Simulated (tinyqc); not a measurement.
MOSFET in saturation, small-signal circuit and noise: one step of the calculation.

Bias by the inversion coefficient IC = I/Ispec (charge-based model with velocity saturation; weak inversion below 0.1, strong above 10). Common-source circuit: gm, gds, Cgs, Cgd and Cj at the inner nodes, Rg in series with the gate; quasi-static, no source or drain resistance, no gate-body capacitance, no substrate network, no induced gate noise, so fmax is an upper estimate.

Problem. Current gain and unilateral power gain. |h21| = |Y21/Y11|; U = |Y21 - Y12|^2/(4 [Re Y11 Re Y22 - Re Y12 Re Y21]). Extrapolated at 20 dB a decade: f |h21| and f sqrt(U).

Values chosen for this exercise:
- f = 3 GHz (signal frequency)

Y with Rg (mS):
```
                          1                          2
1  0.005516552+1.473697878i  -0.001693423-0.452383003i
2  6.215115310-0.475654629i   0.100016907+1.319070868i
```

Give: |h21|; U; f |h21|; f sqrt(U).

Solution.

|h21| = 4.2297
U = 872.32
f |h21| = 12.689 GHz
f sqrt(U) = 88.605 GHz

Program tinyqc, `OMP_NUM_THREADS=1 python tinyqc.py 2150034 2150035 out.jsonl`; Intel Xeon 2.30GHz, shared host, one thread, about 0.01 s.
